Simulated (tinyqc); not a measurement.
Inside a calculation. Model: Born-von Karman spring model of a cubic crystal with one atom per cell. Computed by tinyqc, a small Python program that keeps every step. Command: `OMP_NUM_THREADS=1 python tinyqc.py 3005791 3005792 out.jsonl springs walk`. One thread of a shared host (Intel(R) Xeon(R) Processor @ 2.30GHz), about 0.1 s of CPU time with the checks. Intermediate numbers are printed to about 5 digits and carried at full precision; extremes and crossings named in words are read from the listed rows.

First neighbours lie at a/2 (1,1,0) (12 of them), second at a (1,0,0) (6), with all permutations and signs; the volume per atom is Omega = a^3/4.

Inputs (values chosen for the exercise, for a model crystal): lattice constant a = 2.82 angstrom; atomic mass M = 87.8 u; radial spring k1L = 3.58 eV/angstrom^2; transverse spring k1T = -0.19 eV/angstrom^2; radial spring k2L = 0.91 eV/angstrom^2; transverse spring k2T = 0.062 eV/angstrom^2; mesh divisions n = 10; temperature T = 300 K.

Lattice: fcc.

wave vector q (2 pi/a): [0.12, 0.071, 0.034]

Constants: nu for 1 eV/(angstrom^2 u) = 15.6333042 THz; 1 eV/angstrom^3 = 160.2176634 GPa; u = 1.6605390666e-27 kg; h x 1 THz = 4.135667696 meV; k_B = 8.617333262e-05 eV/K; hbar^2/u = 4.18015928e-03 eV angstrom^2; hbar = 1.054571817e-34 J s; k_B = 1.380649e-23 J/K.

## Dynamical matrix at q

A neighbour at R with unit vector n couples by the matrix K(R) = kL n n^T + kT (1 - n n^T), and D(q) = (1/M) sum_R K(R) [1 - cos(q.R)].

D(q) (eV/(angstrom^2 u)), rows x, y, z:
$$\begin{pmatrix}
0.018559 & 0.006993 & 0.003370 \\
0.006993 & 0.011333 & 0.002025 \\
0.003370 & 0.002025 & 0.008359
\end{pmatrix}$$

## Frequencies and polarisations

Diagonalise D. An eigenvalue lambda of D in eV/(angstrom^2 u) gives nu = 15.6333042 THz x sqrt(lambda). Eigenvectors are columns, with the largest component positive; the longitudinal weight is (e.q)^2/q^2.

eigenvalues (eV/(angstrom^2 u)): [0.007073, 0.007361, 0.023818]

frequencies (THz): [1.3148, 1.3413, 2.4127]

polarisation vectors, rows x, y, z, columns mode 1, mode 2, mode 3:
$$\begin{pmatrix}
-0.53468 & -0.16926 & 0.82793 \\
0.84164 & -0.19460 & 0.50376 \\
0.07584 & 0.96617 & 0.24650
\end{pmatrix}$$

longitudinal weights: [0.00016, 0.00008, 0.99976]

Mode 3 is the most longitudinal, with weight 1.00.

## Elastic constants from long waves

[ij,kl] = (1/(2 Omega)) sum_R K_ij R_k R_l; C11 = [xx,xx], C44 = [xx,yy], C12 = 2 [xy,xy] - C44; B = (C11 + 2 C12)/3; Zener ratio A = 2 C44/(C11 - C12). K(R) = kL n n^T + kT (1 - n n^T).

C11 = 592.01 GPa

C12 = 243.28 GPa

C44 = 185.10 GPa

bulk modulus B = 359.52 GPa

Zener ratio A = 1.0616

C12 - C44 = 58.18 GPa: the Cauchy relation fails because sum_R kT R^2 is not zero; a negative sum gives a positive Cauchy pressure.

## Sound velocities

rho = M/Omega and v = sqrt(C/rho), with C = C11, C44, C44 along [100]; (C11 + C12 + 2 C44)/2, C44, (C11 - C12)/2 along [110]; (C11 + 2 C12 + 4 C44)/3 and twice (C11 - C12 + C44)/3 along [111].

density rho = 26005 kg/m^3

Velocities (m/s):
```
direction  longitudinal  transverse 1  transverse 2
[100]            4771.3        2668.0        2668.0
[110]            4814.4        2668.0        2589.4
[111]            4828.6        2615.9        2615.9
```

Along [110] the two transverse waves differ by a factor sqrt(2 C44/(C11 - C12)) = 1.030.

## Frequencies at the zone boundary

The formulas are those given above.

Frequencies (THz) at points given in 2 pi/a:
```
point                nu 1    nu 2    nu 3
X (1, 0, 0)        5.7892  5.7892  8.6886
L (0.5, 0.5, 0.5)  5.1142  5.1142  9.4403
W (1, 0.5, 0)      6.6066  7.4292  7.4292
K (0.75, 0.75, 0)  5.7411  7.3450  8.0043
```

## Highest frequency at X

Take the highest frequency at X = (1, 0, 0) (2 pi/a).

highest frequency at X = 8.6886 THz

## Dispersion against the sound-wave line

The last column divides the top branch by the straight line with its slope at G. End points in 2 pi/a: X = (1, 0, 0), L = (0.5, 0.5, 0.5).

Frequencies (THz) along two lines:
```
line  fraction of the way    nu 1    nu 2    nu 3  nu 3 / linear
G-X                  0.10  0.9413  0.9413  1.6778        0.99163
G-X                  0.25  2.2920  2.2920  4.0152        0.94924
G-X                  0.40  3.4933  3.4933  5.9369        0.87722
G-X                  0.55  4.4780  4.4780  7.3167        0.78626
G-X                  0.70  5.2018  5.2018  8.1587        0.68886
G-X                  0.85  5.6418  5.6418  8.5712        0.59599
G-X                  1.00  5.7892  5.7892  8.6886        0.51352
G-L                  0.10  0.8000  0.8000  1.4768        0.99589
G-L                  0.25  1.9571  1.9571  3.6127        0.97450
G-L                  0.40  3.0060  3.0060  5.5489        0.93549
G-L                  0.55  3.8888  3.8888  7.1785        0.88016
G-L                  0.70  4.5568  4.5568  8.4114        0.81033
G-L                  0.85  4.9729  4.9729  9.1795        0.72827
G-L                  1.00  5.1142  5.1142  9.4403        0.63662
```

Along G-X the top branch ends at 51 % of its linear extrapolation. Along G-L the top branch ends at 64 % of its linear extrapolation, which is the 2/pi of a pure sine: planes normal to this line couple to their next planes alone. A Debye model keeps the straight line throughout.

## Thermal sums on a mesh

Mesh: q = sum_i (m_i + 1/2)/n b_i, m_i = 0..n-1, with b = [[-1, 1, 1], [1, -1, 1], [1, 1, -1]] in 2 pi/a; sums are averages over the n^3 points, per atom. With x = h nu/(k_B T) and n = 1/(exp(x) - 1) for each mode: F = k_B T [x/2 + ln(1 - exp(-x))], U = k_B T x (n + 1/2), S/k_B = x n - ln(1 - exp(-x)), C/k_B = x^2 n (n + 1). <u_x^2> = (1/3) sum over modes of hbar^2/(2 M h nu) coth(x/2); zero-point energy = sum h nu/2. <u_x^2> converges slowly with the mesh, from below, with an error of order 1/n.

free energy F = -0.16764 meV/atom

energy U = 84.257 meV/atom

entropy S = 3.2657 k_B/atom

heat capacity C = 2.7516 k_B/atom

<u_x^2> = 0.0028149 angstrom^2

zero-point energy = 38.587 meV/atom

C is 92 % of the classical 3 k_B, and the zero-point energy is 46 % of U.

## Debye temperature from the elastic constants

Christoffel matrix G_xx = C11 n_x^2 + C44 (1 - n_x^2), G_xy = (C12 + C44) n_x n_y, with eigenvalues rho v^2; v_m^-3 is the mean of v^-3 over three branches and all directions (12 Gauss-Legendre points in cos(theta) times 24 angles phi = (j + 1/2) pi/12); q_D = (6 pi^2/Omega)^(1/3); Theta = hbar v_m q_D/k_B.

mean velocity v_m = 2938.8 m/s

Debye wave number q_D = 2.1941 1/angstrom

elastic Debye temperature = 492.51 K

## Full spectrum, Debye and Einstein heat capacities

Mesh: q = sum_i (m_i + 1/2)/n b_i, m_i = 0..n-1, with b = [[-1, 1, 1], [1, -1, 1], [1, 1, -1]] in 2 pi/a; sums are averages over the n^3 points (here n = 14), per atom. Debye: C = 9 k_B (T/Theta)^3 int_0^(Theta/T) x^4 e^x/(e^x - 1)^2 dx with the elastic Theta. Einstein: three modes at the root-mean-square frequency. The last column is the Theta that makes the Debye formula give the full C at that T.

root-mean-square frequency = 6.4332 THz

Heat capacity (k_B/atom):
```
T (K)  full spectrum   Debye  Einstein  Theta from C (K)
59            0.6227  0.3717    0.4432            397.94
89            1.3175  0.9294    1.1979            395.79
120           1.8380  1.4629    1.7763            396.36
170           2.3175  2.0397    2.2954            397.23
250           2.6519  2.4898    2.6461            397.89
370           2.8332  2.7502    2.8318            398.26
490           2.9031  2.8538    2.9027            398.40
740           2.9569  2.9346    2.9569            398.50
```

The apparent Theta runs from 396 to 399 K against the elastic 493 K; at high T it tends to sqrt(5/3) h nu_rms/k_B = 399 K. At the lowest T the Debye value is 0.60 and the Einstein value 0.71 times the full one; dispersion bends the branches below the sound lines, so the real spectrum has more low modes than Debye assumes. At the highest T Debye misses by 0.76 % and Einstein by 0.0030 %.

Checks made by the program: slopes of the dispersion along [110] against the sound velocities (relative difference 2e-08); F = U - T S (relative difference 4e-09).
